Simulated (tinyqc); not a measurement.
Inside a calculation. Model: planar ballistic transistor, top-of-the-barrier model.

Computed by the program tinyqc: `OMP_NUM_THREADS=1 python tinyqc.py 2400014 2400015 out.jsonl`, one thread of a shared Intel Xeon 2.30GHz, about 0.01 s for the whole run. Printed values are rounded.

At the top of the source barrier, states moving towards the drain are filled by the source (Fermi level 0) and states moving back by the drain (Fermi level -q Vd); nothing scatters. U is the shift of the band edge there, set by the capacitances CG, CD and CS (the total) and by the charge. Parabolic two-dimensional band; the source is grounded.

Inputs (values chosen for the exercise); mass and valleys close to those of gallium arsenide:
- T = 77 K (temperature)
- m = 0.0643 m0 (effective mass)
- gv = 1 (valley degeneracy)
- eox = 3.9 (relative permittivity of the gate insulator)
- tox = 3.5 nm (insulator thickness)
- aG = 0.9 (gate control CG/CS)
- aD = 0.042 (drain control CD/CS)
- E0 = 0.17 eV (band edge at the barrier top above the source Fermi level at zero bias)
- Vg = 0.21 V (gate voltage)
- Vd = 0.05 V (drain voltage)

Constants: q = 1.602176634e-19 C, kB = 1.380649e-23 J/K, hbar = 1.054571817e-34 J s, m0 = 9.1093837015e-31 kg, Vt = kB T/q, eps0 = 8.8541878128e-14 F/cm where lengths are in cm. Results are converted to the units shown.

## Density of states, capacitances and charge at zero bias

N0 = gv m kB T/(pi hbar^2), CG = eps0 eox/tox, vT = sqrt(2 kB T/(pi m)), CS = CG/aG, n0 = n at U = 0 and Vd = 0. eta1 = -(E0 + U)/Vt, eta2 = eta1 - Vd/Vt, n = (N0/2)[F_0(eta1) + F_0(eta2)], F_0(x) = ln(1 + exp x). UL = -(aG Vg + aD Vd).

N0 = 1.78226e11 cm^-2
CG = 0.986609 uF/cm^2
CS = 1.09623 uF/cm^2
n0 = 1.33103 cm^-2
UL = -0.1911 eV

## Iteration 1: self-consistent potential at the barrier top

U at the start (U = UL) = -0.1911 eV

eta1 = -(E0 + U)/Vt, eta2 = eta1 - Vd/Vt, n = (N0/2)[F_0(eta1) + F_0(eta2)], F_0(x) = ln(1 + exp x). U(out) = UL + q (n - n0)/CS. U(new) = U + 0.2 (U(out) - U).

eta1 = 3.17994
eta2 = -4.35546
n = 2.88142e11 cm^-2
U(out) = -0.148987 eV
U after iteration 1 = -0.182677 eV

## Iteration 2: self-consistent potential at the barrier top

As before.

eta1 = 1.91059
eta2 = -5.62481
n = 1.82879e11 cm^-2
U(out) = -0.164372 eV
U after iteration 2 = -0.179016 eV

## Course of the iteration: self-consistent potential at the barrier top

Stop when U changes by less than 1e-9 eV, or after 90 iterations.

Course of the iteration:
```
iteration     U (eV)  |change| (eV)
1          -0.182677        8.42e-3
2          -0.179016        3.66e-3
3          -0.177292        1.72e-3
4          -0.176438        8.55e-4
5          -0.176002        4.36e-4
6          -0.175777        2.25e-4
7          -0.175659        1.18e-4
8          -0.175598        6.15e-5
9          -0.175566        3.23e-5
...              ...            ...
18         -0.175530        9.90e-8
19         -0.175530        5.21e-8
20         -0.175530        2.74e-8
21         -0.175530        1.44e-8
22         -0.175530        7.57e-9
23         -0.175530        3.98e-9
24         -0.175530        2.09e-9
25         -0.175530        1.10e-9
26         -0.175530       5.79e-10
```

Converged in 26 iterations. At the end each change is about 0.53 times the one before: linear convergence.

## Current, mean velocity and share of the gate voltage

converged U = -0.175530 eV

N0 = gv m kB T/(pi hbar^2), CG = eps0 eox/tox, vT = sqrt(2 kB T/(pi m)), CS = CG/aG, n0 = n at U = 0 and Vd = 0. eta1 = -(E0 + U)/Vt, eta2 = eta1 - Vd/Vt, n = (N0/2)[F_0(eta1) + F_0(eta2)], F_0(x) = ln(1 + exp x). I = q (N0/2) vT [F_(1/2)(eta1) - F_(1/2)(eta2)] per width, F_(1/2)(x) = (2/sqrt(pi)) int_0^infinity u^(1/2)/(1 + exp(u - x)) du. Mean velocity I/(q n). CQ = (q/Vt) dn/d(eta1); the band edge follows the gate as -dU/dVg = aG/(1 + CQ/CS).

eta1 = 0.833389
n = 1.06533e11 cm^-2
I = 21.6314 uA/um
mean velocity = 1.26733e7 cm/s
CQ = 1.50255 uF/cm^2
-dU/dVg = 0.379643 eV/V

The carriers from the source are near degeneracy (eta1 = 0.833), and the mean velocity is 1.18 times vT = sqrt(2 kB T/(pi m)) = 1.07e7 cm/s.
